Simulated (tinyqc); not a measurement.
Straight dislocations in isotropic elasticity: fields, energies, partials, Peierls stress and walls: one step, computed by the program tinyqc. Command: `OMP_NUM_THREADS=1 python tinyqc.py 3002040 3002041 out.jsonl disloc walk`. One thread of a shared host (Intel(R) Xeon(R) Processor @ 2.30GHz), about 0.01 s of CPU time with the checks.

The line runs along z, the glide plane is y = 0, and beta is the angle between b and the line (0 screw, 90 degrees edge): b_e = b sin(beta) along +x with the extra half plane at y > 0, b_s = b cos(beta). Stress is positive in tension.

Task: Low-angle tilt boundary. A symmetric tilt wall of edge dislocations has the spacing h = b/(2 sin(theta/2)); Read-Shockley: gamma_b = E0 theta (A - ln theta), E0 = G b/(4 pi (1 - nu)), A = 1 + ln(b/(2 pi r0)), theta in radians.

Inputs (values chosen for the exercise, modelled on copper):

| quantity | value | unit |
|---|---|---|
| shear modulus G | 47.9 | GPa |
| Poisson ratio nu | 0.335 | - |
| Burgers vector b | 2.556 | angstrom |
| core radius r0/b | 2 | - |
| tilt angle theta | 7.8 | degrees |

Give: spacing h; boundary energy; angle of the maximum, exp(A - 1).

Result:

spacing h = 1.8790 nm

boundary energy = 92.362 mJ/m^2

angle of the maximum, exp(A - 1) = 4.5595 degrees

Caution: towards the maximum of the Read-Shockley curve the spacing is no longer large against the core size, so the formula is only rough.
